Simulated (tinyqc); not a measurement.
## Surface potential of a MOS transistor: implicit equation and explicit approximations: effect of the channel-body voltage at fixed gate voltage

p-type body, charge-sheet picture, depletion and inversion only, full ionisation (an idealisation for deep acceptors), Boltzmann statistics (rough once Na exp(x - xn) passes about Nc/7). In units of Vt: xg = (Vg - Vfb)/Vt, x = psi/Vt, G = gamma/sqrt(Vt), xn = (2 phiF + Vc)/Vt. The implicit equation is (xg - x)^2 = G^2 [x - 1 + exp(x - xn)] for x above about 3. Cox = eps0 eox/tox.

ni = sqrt(Nc Nv) exp(-Eg/(2 Vt)), Eg in volts; phiF = Vt ln(Na/ni); gamma = sqrt(2 q eps0 eps_r Na)/Cox; VT = Vfb + Vt (xn + G sqrt(xn - 1)). Depletion value a = 1 + [sqrt(G^2/4 + xg - 1) - G/2]^2; inversion value b = xn + ln[(xg - xn)^2/G^2 - xn + 1] and first guess y = min(a, b) - ln(1 + exp(-|a - b|)) if a > xn + 1, else b = y = a; one second-order correction with D = exp(y - xn), p = 2 (xg - y) + G^2 (1 + D), w = (xg - y)^2 - G^2 (y - 1 + D): z = y + 2 w/(p + sqrt(p^2 - 2 (2 - G^2 D) w)), or the Newton step z = y + w/p where the root is not real. N_inv = (Cox Vt G/q) [sqrt(x - 1 + exp(x - xn)) - sqrt(x - 1)] at the root. Lambert form (Cox m Vt/q) W0[(G/(2 m sqrt(xn - 1))) exp((Vg - VT)/(m Vt))], m = 1 + G/(2 sqrt(xn - 1)). Errors under 1e-4 mV, and the linear form below VT, are printed as 0.

Values chosen for this exercise; band and dielectric values close to those of silicon:
```
symbol,value,unit,meaning
T,350,K,temperature
Eg,1.1,eV,band gap
eps_r,11.5,,relative permittivity
Nc,3.59e19,cm^-3,conduction-band density of states at T
Nv,3.35e19,cm^-3,valence-band density of states at T
eox,7.37,,relative permittivity of the gate insulator (close to silicon nitride)
tox,2.8,nm,insulator thickness
Na,1.6e18,cm^-3,acceptor density
Vfb,-0.61,V,flat-band voltage
Vg,2.34,V,gate-body voltage
```

Constants: q = 1.602176634e-19 C, kB = 1.380649e-23 J/K, Vt = kB T/q, eps0 = 8.8541878128e-14 F/cm where lengths are in cm. Results are converted to the units shown.

Effect of the channel-body voltage at fixed gate voltage:
```
Vc (V)  psi (V)  x - xn  error of y (mV)  error of z (mV)  N_inv (cm^-2)  Cox (Vg - VT)/q (cm^-2)  Lambert form (cm^-2)
0         1.126   7.013             6.96          -0.0735       2.181e13                 2.537e13              2.244e13
0.2       1.319   6.774             7.61          -0.0976       1.861e13                 2.200e13              1.914e13
0.4       1.511   6.501             8.42           -0.136       1.545e13                 1.868e13              1.590e13
0.6       1.701   6.180             9.50           -0.201       1.234e13                 1.539e13              1.270e13
0.8       1.889   5.789             11.0           -0.331       9.284e12                 1.212e13              9.563e12
1         2.074   5.284             13.4           -0.654       6.299e12                 8.873e12              6.492e12
1.2       2.252   4.549             17.9            -1.98       3.437e12                 5.644e12              3.544e12
1.4       2.408   3.109             21.0            -2.68       9.264e11                 2.429e12              9.525e11
```

Read the table: what changes, and by how much?

As Vc goes from 0 to 1.4, psi rises from 1.13 to 2.41 V, x - xn falls from 7.01 to 3.11 and N_inv falls from 2.18e13 to 9.26e11 cm^-2. The Lambert form stays at 1.03 times N_inv. In every row the electron quasi-Fermi level lies less than 2 Vt below the band edge at the surface, or above it, where degeneracy and confinement, left out, matter.

tinyqc, about 0.01 s, one thread, Intel Xeon 2.30GHz (shared host): `OMP_NUM_THREADS=1 python tinyqc.py 2122188 2122189 out.jsonl`
